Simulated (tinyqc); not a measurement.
Finite-difference solution of the diffusion equation on a small grid: one step, computed by the program tinyqc. Command: `OMP_NUM_THREADS=1 python tinyqc.py 3006045 3006046 out.jsonl fdiff walk`. One thread of a shared host (Intel(R) Xeon(R) Processor @ 2.30GHz), about 0.01 s of CPU time with the checks.

dC/dt = D d2C/dx2 on nodes x_j = j dx, j = 0..9; the far end is sealed.

Question. Time step 1. With r = D dt/dx^2: (1 - theta r M) C(new) = (1 + (1 - theta) r M) C(old); theta = 0 explicit, 1 implicit, 1/2 Crank-Nicolson.

Boundary at x = 0: sealed surface. Scheme: Crank-Nicolson.

operator M:
```
,0,1,2,3,4,5,6,7,8,9
0,-2,2,0,0,0,0,0,0,0,0
1,1,-2,1,0,0,0,0,0,0,0
2,0,1,-2,1,0,0,0,0,0,0
3,0,0,1,-2,1,0,0,0,0,0
4,0,0,0,1,-2,1,0,0,0,0
5,0,0,0,0,1,-2,1,0,0,0
6,0,0,0,0,0,1,-2,1,0,0
7,0,0,0,0,0,0,1,-2,1,0
8,0,0,0,0,0,0,0,1,-2,1
9,0,0,0,0,0,0,0,0,2,-2
```

mesh ratio r = 3.24

C at the start (%): [77.20, 100.00, 75.70, 7.56, 1.09, 0.00, 0.00, 0.00, 0.00, 0.00]

Give: C after step 1.

Answer.

C after step 1 (%): [72.27, 47.94, 38.59, 50.16, 26.36, 12.77, 5.98, 2.88, 1.55, 1.19]

At so large an r Crank-Nicolson steps are stable but let short waves flip sign, so sharp features can overshoot.
